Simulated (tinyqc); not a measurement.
Microkinetic model of low-temperature epitaxy from hydride gases: adsorption, hydrogen desorption and rate control. Inputs raised by 2 %, one at a time. Computed by tinyqc, a small Python program. Command: `OMP_NUM_THREADS=1 python tinyqc.py 3012695 3012696 out.jsonl hepi sens`. One thread of a shared host (Intel(R) Xeon(R) Processor @ 2.30GHz), about 0.02 s of CPU time with the checks.

Each hydride molecule needs two free sites and leaves four hydrogen atoms, of which two leave at once as H2; theta is the hydrogen coverage, the site density is 6.78 per nm^2 and one layer is 1.358 angstrom thick.

Inputs (values chosen for the exercise, close to those used for silane and germane on Si(001)):
```
quantity,value,unit
silane pressure p_S,0.01,Pa
sticking prefactor of silane s0,0.1,-
adsorption barrier E_s,0.24,eV
desorption prefactor nu_d,9.2e+11,1/s
desorption energy on silicon E_d,2.14,eV
hydrogen carrier pressure p_H,14,Pa
sticking of hydrogen s_H,1.1e-07,-
temperature T,680,C
germane pressure p_G,0.0017,Pa
sticking ratio of germane to silane r_G,4.8,-
"lowering of E_d per unit germanium fraction, dE",0.34,eV
```

Film: silicon-germanium. Order of hydrogen desorption: first.

Constants: k_B = 8.617333262e-05 eV/K; u = 1.6605390666e-27 kg; k_B = 1.380649e-23 J/K.

Method:
- Flux per site F = p/(sqrt(2 pi M k_B T) x 6.78e18 per m^2), M = 32.12 u (silane), 76.63 u (germane), 2.016 u (hydrogen); s = s0 exp(-E_s/(k_B T)); k_S = s F_S, k_G = r_G s F_G; germanium fraction x = k_G/(k_S + k_G); k = k_S + k_G; k_H = s_H F_H; k_d = nu_d exp(-(E_d - dE x)/(k_B T)).
- Temperatures in kelvin are T(C) + 273.15.
- With k the hydride and k_H the hydrogen adsorption rate on free pairs and k_d the desorption rate, steady state: 2 (k + k_H)(1 - theta)^2 = k_d theta; growth rate R = k (1 - theta)^2 layers/s; 1 layer/s = 8.148 nm/min.
- With c = 2 (k + k_H)/k_d the free share is 1 - theta = 2/(1 + sqrt(1 + 4c)).
- X_i = d ln R/d ln k_i at fixed other constants. With f = 1 - theta and a = 2/f + 1/theta: d ln f/d ln k_d = 1/(a f), so X_d = 2/(a f), X_k = 1 - X_d k/(k + k_H), X_H = -X_d k_H/(k + k_H); they sum to 1.

Runs:
```
input moved,from,to,growth rate G (nm/min),hydrogen coverage theta,X_d (desorption),germanium fraction x
base run,-,-,1.4290,0.020246,0.039688,0.34568
silane pressure p_S (Pa),0.01,0.0102,1.4459,0.020849,0.040846,0.34121
sticking prefactor of silane s0,0.1,0.102,1.4565,0.020607,0.040382,0.34568
desorption prefactor nu_d (1/s),9.2e+11,9.384e+11,1.4301,0.019864,0.038954,0.34568
desorption energy on silicon E_d (eV),2.14,2.1828,1.3915,0.033195,0.064258,0.34568
adsorption barrier E_s (eV),0.24,0.2448,1.3507,0.019217,0.037709,0.34568
sticking ratio of germane to silane r_G,4.8,4.896,1.4396,0.020010,0.039235,0.35017
"lowering of E_d per unit germanium fraction, dE (eV)",0.34,0.3468,1.4306,0.019697,0.038632,0.34568
```

Exponents ln(y'/y) / ln(x'/x):
```
input,growth rate G,hydrogen coverage theta,X_d (desorption),germanium fraction x
silane pressure p_S,0.594,1.482,1.453,-0.657
sticking prefactor of silane s0,0.963,0.894,0.876,0.000
desorption prefactor nu_d,0.039,-0.961,-0.942,0.000
desorption energy on silicon E_d,-1.344,24.970,24.333,0.000
adsorption barrier E_s,-2.845,-2.634,-2.583,0.000
sticking ratio of germane to silane r_G,0.372,-0.591,-0.579,0.652
"lowering of E_d per unit germanium fraction, dE",0.057,-1.389,-1.361,0.000
```

Among the inputs moved here: growth rate G answers most in size to adsorption barrier E_s (exponent -2.845), next to desorption energy on silicon E_d (-1.344). Its exponent +0.963 in sticking prefactor of silane s0: adsorption limits. Hydrogen coverage theta answers most in size to desorption energy on silicon E_d (exponent +24.970), next to adsorption barrier E_s (-2.634). X_d (desorption) answers most in size to desorption energy on silicon E_d (exponent +24.333), next to adsorption barrier E_s (-2.583). Germanium fraction x answers most in size to silane pressure p_S (exponent -0.657), and about equally to sticking ratio of germane to silane r_G (+0.652); its exponent is below 0.0005 for sticking prefactor of silane s0, desorption prefactor nu_d, desorption energy on silicon E_d, adsorption barrier E_s, lowering of E_d per unit germanium fraction, dE. Its exponent 0.000 in sticking prefactor of silane s0: both hydrides share s.

Caution (all rows): layer thickness and site density of silicon are kept, and strain and surface segregation of germanium are ignored, which matters at this fraction.
